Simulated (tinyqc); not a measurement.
Comparisons within one model: periodic multilayer mirror for extreme ultraviolet light. A value that a table varies takes the place of the one given here.

s polarisation, vacuum above. q_j = sqrt(N_j^2 - sin^2 theta); interface r_jk = (q_j - q_k)/(q_j + q_k) exp(-2 (2 pi/lam)^2 q_j q_k sg^2) (Nevot-Croce; sg = 0 if not given); phase factor of a layer x_j = exp(4 pi i q_j d_j/lam). Each period has the spacer (thickness (1 - Gm) L) on top of the absorber (Gm L). In this recursion R is the amplitude; R in tables and results is the reflectance, its squared modulus. The substrate is of the spacer material. Starting with R = 0 in it, each interface upward gives R -> (r + R x)/(1 + r R x), x that of the layer below the interface (1 for the substrate).

Inputs chosen for the exercise (optical constants near those of Mo and Si at 13.5 nm; shifted at random, so the results belong to these values and not to a real crystal): lam = 13.5 nm (wavelength); dA = (0.0738, 0.00595) (delta and beta of the absorber, N = 1 - delta + i beta); dS = (0.0011, 0.00193) (delta and beta of the spacer and the substrate); L = 6.86 nm (period); Gm = 0.4 (absorber share of the period); theta = 0 degrees (angle from the normal); sg = 0.5 nm (interface roughness); Np = 30 (periods).

## Number of periods

The last column sets both beta to zero.

Reflectance:

| periods | R | R without absorption |
|---|---|---|
| 5 | 0.083 | 0.092 |
| 10 | 0.247 | 0.300 |
| 15 | 0.398 | 0.511 |
| 20 | 0.507 | 0.676 |
| 30 | 0.619 | 0.865 |
| 40 | 0.659 | 0.945 |
| 50 | 0.673 | 0.978 |
| 60 | 0.677 | 0.991 |
| 80 | 0.679 | 0.999 |
| 100 | 0.679 | 1.000 |

R reaches 0.659 at 40 periods and 0.679 at 100; it stays within 0.01 of the last value from 50 periods on. Without absorption the last value is 1.000: absorption, not the count of layers, caps the mirror, and the roughness, which weakens each reflection, lowers that cap further.

## Wavelength

The optical constants are held fixed.

Reflectance:

| lam (nm) | R |
|---|---|
| 12.9 | 0.140 |
| 13.0 | 0.364 |
| 13.1 | 0.522 |
| 13.2 | 0.607 |
| 13.3 | 0.648 |
| 13.4 | 0.654 |
| 13.5 | 0.619 |
| 13.6 | 0.510 |
| 13.7 | 0.284 |
| 13.8 | 0.050 |
| 13.9 | 0.034 |
| 14.0 | 0.084 |
| 14.1 | 0.073 |
| 14.2 | 0.028 |
| 14.3 | 0.004 |

The largest value listed is 0.654 at 13.4 nm, against lam_B = 2 L Re(mean q) = 13.306 nm; the peak lies on the long side, where the nodes of the standing wave fall in the absorber. R exceeds half of that from 13 to 13.6 nm of the wavelengths listed, at least 4.4 % of the wavelength; a chain of ten mirrors narrows it, since R^10 falls to half where R has lost only 7 %.

## Absorber share

For each Gm the period is set so that lam_B = 2 L Re(mean q) equals lam - 0.09 nm.

Results:

| Gm | L (nm) | R |
|---|---|---|
| 0.15 | 6.786 | 0.320 |
| 0.20 | 6.812 | 0.446 |
| 0.25 | 6.837 | 0.539 |
| 0.30 | 6.862 | 0.599 |
| 0.35 | 6.888 | 0.636 |
| 0.40 | 6.914 | 0.655 |
| 0.45 | 6.940 | 0.661 |
| 0.50 | 6.966 | 0.657 |
| 0.60 | 7.019 | 0.619 |
| 0.70 | 7.073 | 0.533 |

The largest value listed is 0.661 at 0.45. The contrast of a period goes as sin(pi Gm) and is largest at 0.5, while the loss grows with Gm; R is 0.657 at 0.5, 0.599 at 0.3 and 0.533 at 0.7. Contrast counts most here, so the best share lies near 0.5, a little below it through absorption.

## Angle of incidence

Results:

| theta (degrees) | lam_B (nm) | R |
|---|---|---|
| 0 | 13.306 | 0.619 |
| 2 | 13.297 | 0.613 |
| 4 | 13.271 | 0.594 |
| 6 | 13.228 | 0.547 |
| 8 | 13.168 | 0.446 |
| 10 | 13.091 | 0.247 |
| 12 | 12.996 | 0.038 |
| 14 | 12.885 | 0.059 |
| 16 | 12.756 | 0.092 |
| 18 | 12.611 | 0.020 |
| 20 | 12.450 | 0.024 |

lam_B = 2 L Re(mean q) falls with the angle, from 13.306 to 12.450 nm; the largest value listed is 0.619 at 0 degrees. R stays above 90 % of that value at 0, 2 and 4 degrees, which bounds the cone of light that a mask or mirror with this period accepts.

## Tolerances

R of the mirror, and R^10 for a chain of ten such mirrors. Each row changes one parameter from the base and keeps the others.

Results:

| case | R | R^10 |
|---|---|---|
| base | 0.6188 | 0.00823 |
| L = 6.9 nm | 0.6511 | 0.0137 |
| Gm = 0.44 | 0.6000 | 0.00605 |
| theta = 2 degrees | 0.6133 | 0.00753 |
| sg = 0.7 nm | 0.5626 | 0.00318 |
| dA = (0.0738, 0.00714) | 0.5996 | 0.00600 |
| lam = 13.55 nm | 0.5769 | 0.00408 |

The largest shifts from the base row, up to three for each result and ties (the steps differ in size, so this ranks the rows, not the parameters). R: sg -0.0562, lam -0.0419, L +0.0323. R^10: L +0.00547, sg -0.00505, lam -0.00414.

Run: tinyqc, `OMP_NUM_THREADS=1 python tinyqc.py 1681332 1681333 out.jsonl`; Intel(R) Xeon(R) Processor @ 2.30GHz, one thread, shared host; about 0.01 s of CPU time with all checks.
